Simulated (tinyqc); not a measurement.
Electron mobility in a silicon inversion layer, empirical terms and Matthiessen rule: effect of the reverse body bias.

Inversion layer of sheet density Ns on a uniformly doped body, under a high-permittivity gate with an interlayer. The mobility terms are empirical power laws with prefactors chosen for the exercise; adding their inverses (Matthiessen) is itself an approximation.

ni = sqrt(Nc Nv) exp(-Eg/(2 Vt)), Eg in volts; Ndep = sqrt(2 eps0 eps_r Nb (2 Vt ln(Nb/ni) + Vsb)/q); E = q (Ndep + eta Ns)/(eps0 eps_r), in MV/cm. With t = T/(300 K): muC = Ac (Ns/1e12 cm^-2) t/(Nb/1e17 cm^-3 + Nit/1e11 cm^-2), muP = Ap E^(-1/3) t^(-1.75), muS = As E^(-gs), muR = Ar exp(2 ti/lr)/t; 1/mu is the sum of the inverses.

Inputs (values chosen for the exercise); material values close to those of silicon:

| symbol | value | unit | meaning |
|---|---|---|---|
| T | 400 | K | temperature |
| Eg | 1.12 | eV | band gap |
| eps_r | 11.8 |  | relative permittivity of the semiconductor |
| Nc | 4.39e19 | cm^-3 | conduction-band density of states at T |
| Nv | 4.03e19 | cm^-3 | valence-band density of states at T |
| Nb | 8.5e17 | cm^-3 | body doping |
| eta | 0.5 |  | weight of the inversion charge in the effective field |
| Ap | 435 | cm^2/(V s) | phonon-limited mobility at 1 MV/cm and 300 K |
| As | 1140 | cm^2/(V s) | roughness-limited mobility at 1 MV/cm |
| gs | 2 |  | exponent of the roughness term |
| Ac | 1800 | cm^2/(V s) | Coulomb prefactor |
| Nit | 1.2e11 | cm^-2 | charge at the interface |
| Ar | 180 | cm^2/(V s) | remote-phonon mobility without interlayer |
| ti | 0.5 | nm | interlayer thickness |
| lr | 0.9 | nm | decay length of remote phonons |
| Ns | 8e11 | cm^-2 | inversion density |

Constants: q = 1.602176634e-19 C, kB = 1.380649e-23 J/K, Vt = kB T/q, eps0 = 8.8541878128e-14 F/cm where lengths are in cm. Results are converted to the units shown.

The same in every row: muC (cm^2/(V s)) = 197.9; muR (cm^2/(V s)) = 410.1.

Result of one run:
```
Vsb (V)  E (MV/cm)  muP (cm^2/(V s))  muS (cm^2/(V s))  mu (cm^2/(V s))
0           0.5324             324.4              4023            92.41
```

What becomes of these results when the reverse body bias Vsb is changed from 0 to 2.4 V, all else the same?

Result of the changed run:
```
Vsb (V)  E (MV/cm)  muP (cm^2/(V s))  muS (cm^2/(V s))  mu (cm^2/(V s))
2.4         0.9819             264.5              1182            82.53
```

The whole series:
```
Vsb (V)  E (MV/cm)  muP (cm^2/(V s))  muS (cm^2/(V s))  mu (cm^2/(V s))
0           0.5324             324.4              4023            92.41
0.4         0.6324             306.3              2850            90.04
0.8         0.7174             293.7              2215            88.13
1.2         0.7926             284.1              1815            86.50
1.6         0.8607             276.4              1539            85.05
2           0.9235             270.0              1337            83.74
2.4         0.9819             264.5              1182            82.53
```

As Vsb goes from 0 to 2.4 V, E rises from 0.532 to 0.982 MV/cm and mu falls from 92.4 to 82.5 cm^2/(V s). The Coulomb term is the smallest in the first and the last row.

Numbers from tinyqc (`OMP_NUM_THREADS=1 python tinyqc.py 2510135 2510136 out.jsonl`; about 0.01 s on one thread of a shared Intel Xeon 2.30GHz).
